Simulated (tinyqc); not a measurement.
Inside a calculation. Model: size effects in the resistivity of thin metal films and interconnect lines. Computed by tinyqc, a small Python program that keeps every step. Command: `OMP_NUM_THREADS=1 python tinyqc.py 3026305 3026306 out.jsonl size walk`. One thread of a shared host (Intel(R) Xeon(R) Processor @ 2.30GHz), about 0.01 s of CPU time with the checks. Intermediate numbers are printed to about 6 digits and carried at full precision; extremes and crossings named in words are read from the listed rows.

Electrons lose their drift at surfaces (a share 1 - p of the hits) and at grain boundaries (reflection R), besides bulk scattering.

Inputs (values chosen for the exercise, modelled on nickel):

| quantity | value | unit |
|---|---|---|
| bulk resistivity rho_b | 7.01 | microohm cm |
| bulk mean free path lambda | 5.85 | nm |
| specularity p | 0.29 | - |
| grain-boundary reflection R | 0.42 | - |
| film thickness h | 14 | nm |
| grain size over thickness | 1.5 | - |

Geometry: film.

## Grain size

D = (ratio) h.

grain size D = 21 nm

## Grain boundaries

Mayadas-Shatzkes: alpha = (lambda/D) R/(1 - R); rho_b/rho = 1 - 3 alpha/2 + 3 alpha^2 - 3 alpha^3 ln(1 + 1/alpha).

alpha = 0.201724

rho/rho_b from grains = 1.28942

The linear estimate 1 + 3 alpha/2 gives 1.303, within 2 %.

## Surfaces

Fuchs-Sondheimer film: rho_b/rho = 1 - (3/(2 kappa))(1 - p) int_0^1 (s - s^3)(1 - exp(-kappa/s))/(1 - p exp(-kappa/s)) ds, f = rho/rho_b, kappa = thickness/lambda, 80 Gauss-Legendre points.

kappa = h/lambda = 2.39316

rho/rho_b from surfaces = 1.12313

The thick-film form 1 + 3 (1 - p)/(8 kappa) gives 1.111, a deviation of -1.1 %.

## Resistivity of the film

Both together (Mayadas-Shatzkes film): rho_b/rho = (rho_b/rho of the grains alone) - (6/(pi kappa))(1 - p) int_0^(pi/2) dphi int_0^1 ds (cos^2 phi/H^2)(s - s^3)(1 - exp(-kappa H/s))/(1 - p exp(-kappa H/s)), H = 1 + alpha/(cos phi sqrt(1 - s^2)), 40 x 80 Gauss-Legendre points. Sheet resistance rho/h; additive estimate rho_b (f_surface + f_grain - 1).

resistivity rho = 9.84985 microohm cm

sheet resistance = 7.03561 ohm

additive estimate = 9.90193 microohm cm

error of the additive estimate = 0.528764 %

Adding the two excesses (Matthiessen's rule) is 0.5 % high.

## Exact and approximate surface terms

Thick-film form 1 + 3 (1 - p)/(8 kappa); thin-film form (4/3)((1 - p)/(1 + p))/(kappa ln(1/kappa)).

Rho/rho_b:

| kappa | h (nm) | exact | thick-film form | thin-film form |
|---|---|---|---|---|
| 0.01 | 5.85000e-02 | 17.0728 | 27.6250 | 15.9354 |
| 0.02 | 1.17000e-01 | 10.1342 | 14.3125 | 9.3794 |
| 0.05 | 2.92500e-01 | 5.3401 | 6.3250 | 4.8993 |
| 0.1 | 5.85000e-01 | 3.4568 | 3.6625 | 3.1871 |
| 0.2 | 1.17000e+00 | 2.3681 | 2.3312 | 2.2798 |
| 0.5 | 2.92500e+00 | 1.6014 | 1.5325 | - |
| 1 | 5.85000e+00 | 1.3063 | 1.2663 | - |
| 2 | 1.17000e+01 | 1.1491 | 1.1331 | - |
| 5 | 2.92500e+01 | 1.0562 | 1.0533 | - |
| 10 | 5.85000e+01 | 1.0274 | 1.0266 | - |

The thick-film form is within 5 % down to kappa = 0.2; at kappa = 0.01 it is 1.62 times the exact value and the thin-film form 0.93 times. The resistivity doubles between 1.17 and 2.92 nm. Rows thinner than about 5 nm only illustrate the formulas.

Checks made by the program: grain-boundary formula against its angular integral 3 int_0^1 c^3/(c + alpha) dc (relative difference below 1e-10); combined formula at alpha -> 0 against Fuchs-Sondheimer (relative difference 1e-07).
